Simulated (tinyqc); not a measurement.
Which input was changed? Model: vibrations of a mass or spring defect in a linear chain. Computed by tinyqc, a small Python program. Command: `OMP_NUM_THREADS=1 python tinyqc.py 3021952 3021953 out.jsonl localmode which`. One thread of a shared host (Intel(R) Xeon(R) Processor @ 2.30GHz), about 0.1 s of CPU time with the checks.

A ring of N atoms with nearest-neighbour springs k and motion along the chain. Atom 1 is the defect, of mass M', and its two springs are k'. All other atoms have the mass M.

Inputs (values chosen for the exercise, for a model chain):
```
quantity                         value           unit
spring constant k                 7.44  eV/angstrom^2
host mass M                       98.6              u
defect mass M'                    50.6              u
spring ratio k'/k at the defect      1              -
```

Host: monatomic.

Constants: nu for 1 eV/(angstrom^2 u) = 15.6333042 THz.

Method:
- Host band: lambda from 0 to 4k/M.
- nu = 15.6333042 THz x sqrt(lambda), lambda in eV/(angstrom^2 u).
- D_ii = (sum of the two springs at i)/M_i, D_ij = -k_ij/sqrt(M_i M_j) for neighbours, closed into a ring.
- The same matrix for 120 atoms; amplitudes are the mass-weighted eigenvector, in size, relative to the defect, for the highest mode; its weight is the squared component of the normalised eigenvector on the defect.

Task: One of these inputs alone was changed, within the range given: spring constant k (3.72 to 14.88); host mass M (49.3 to 197.2); defect mass M' (25.3 to 101.2); spring ratio k'/k at the defect (0.5 to 2). Which one, and to what value?

Results:
```
run     weight of the highest mode on the defect  ratio to the top of the host band  highest frequency, long ring (THz)
before                                 0.6548431                           1.144813                            9.832489
after                                  0.6903305                           1.176745                            9.701924
```

Result:

Each candidate set to reproduce weight of the highest mode on the defect, and what it then gives:
```
candidate                          range searched  value needed  ratio to the top of the host band  highest frequency, long ring (THz)
spring constant k (eV/angstrom^2)   3.72 to 14.88     no effect                                  -                                   -
host mass M (u)                     49.3 to 197.2         107.0                             1.1767                               9.702
defect mass M' (u)                  25.3 to 101.2         46.63                             1.1767                              10.107
spring ratio k'/k at the defect          0.5 to 2         1.150                             1.2191                              10.471
```

Only host mass M fits every result: it went from 98.6 to 107 u. The next best candidate, defect mass M', misses one result by 4.2 %.
